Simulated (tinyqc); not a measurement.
Electron-beam lithography: double-Gaussian proximity function, edge placement and dose correction for parallel lines. Changing the pattern density around the test line. Computed by tinyqc, a small Python program. Command: `OMP_NUM_THREADS=1 python tinyqc.py 3113616 3113617 out.jsonl proximity sweep`. One thread of a shared host (Intel(R) Xeon(R) Processor @ 2.30GHz), about 0.01 s of CPU time with the checks.

Lines are infinitely long. Absorbed energy is counted so that the middle of a very large area written at dose 1 receives 1; the resist develops where it exceeds 1/2.

Inputs (values chosen for the exercise, of the order of those for 100 keV electrons in resist on silicon): forward range alpha = 0.03 micrometre; backscatter ratio eta = 0.45; base dose D0 = 170 microcoulomb/cm^2; beam current = 17 nA; pixel size = 10 nm; width of the test line = 0.2 micrometre.

Constants: e = 1.602176634e-19 C.

Method. A test line of width w << beta in surroundings of density rho, all at dose d: near its edge E(x) = d [S + eta rho]/(1 + eta), S = [erf((b - x)/alpha) - erf((a - x)/alpha)]/2 for edges a and b, the second term being the background energy. Dose to size d_s = (1 + eta)/(erf(w/alpha) + 2 eta rho), dose = d_s D0; edge slope d [1 - exp(-w^2/alpha^2)]/(sqrt(pi) alpha (1 + eta)); width change per 1 % of dose = 2 x 0.01 x (1/2)/slope. With dose = d_s D0: electrons per pixel N = dose x pixel area/e; relative noise 1/sqrt(N); time per cm^2 of pattern area = dose x density/current; pixel rate = current/(dose x pixel area).

One run for each value; columns: (1) pattern density around the test line; (2) dose to size d_s; (3) width change per 1 % of dose (nm); (4) background energy; (5) writing time per cm^2 (h):
```
(1)     (2)      (3)      (4)     (5)
0.0  1.4500  0.53174  0.00000  0.0000
0.1  1.3303  0.57959  0.04128  0.3695
0.2  1.2288  0.62745  0.07627  0.6827
0.3  1.1417  0.67530  0.10630  0.9514
0.4  1.0662  0.72316  0.13235  1.1846
0.5  1.0000  0.77102  0.15517  1.3889
0.6  0.9416  0.81887  0.17532  1.5693
0.7  0.8896  0.86673  0.19325  1.7297
0.8  0.8430  0.91459  0.20930  1.8734
0.9  0.8011  0.96244  0.22376  2.0028
```

Describe and explain the trends.

Over the rows, dose to size d_s falls from 1.45 to 0.801; width change per 1 % of dose (nm) rises from 0.532 to 0.962; background energy rises from 0 to 0.224. For w well above alpha d_s is 1 at rho = 1/2 and 1 + eta = 1.45 at rho = 0; a lower dose over a higher background flattens the edge.
